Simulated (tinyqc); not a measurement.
Rutherford backscattering from a thin compound film on silicon: kinematics, yields, composition and thickness: one step, computed by the program tinyqc.

Singly charged helium ions (Z1 = 2, M1 = 4.0026 u) enter at the tilt angle a1 to the normal and leave at a2 = |180 - theta - tilt| in the same plane. The film is A B_x.

Problem. Peak widths (surface approximation). Stopping per atom eps(E) = eps(2 MeV) (E/2 MeV)^(-0.4) (a law chosen for the exercise); Bragg rule eps_film = (eps_A + x eps_B)/(1 + x); areal density N d, with 1/nm^2 = 0.1 x 1e15/cm^2. Width of the signal of element i: [K_i eps(E0)/cos a1 + eps(K_i E0)/cos a2] N d; depth resolution = resolution x d/width of A; energy lost on the way in = eps(E0) N d/cos a1.

Inputs (values chosen for the exercise, modelled on a helium beam on NiSi):
```
quantity                                value           unit
beam energy E0                            2.2            MeV
scattering angle theta                    150        degrees
tilt of the sample                         60        degrees
heavy element: stopping eps_A at 2 MeV     74  1e-15 eV cm^2
light element: mass M_B                 28.09              u
light element: stopping eps_B at 2 MeV   47.3  1e-15 eV cm^2
atoms of B per atom of A, x             0.906              -
atomic density of the film               80.4         1/nm^3
film thickness d                           13             nm
detector resolution (FWHM)                 11            keV
```

kinematic factors: A 0.7749961, B 0.5852929, Si 0.5852929

Give: areal density N d; film stopping at E0; widths; depth resolution; energy lost on the way in.

Solution.

areal density N d = 104.52 1e15 atoms/cm^2

film stopping at E0 = 59.02 1e-15 eV cm^2

widths (keV): A 17.45, B 16.04

depth resolution = 8.196 nm

energy lost on the way in = 12.34 keV

The signal of A spans 1.6 resolution widths, so its width measures the thickness. Caution: the silicon signal of the film merges with that of the substrate, so only the width of A can be read directly.
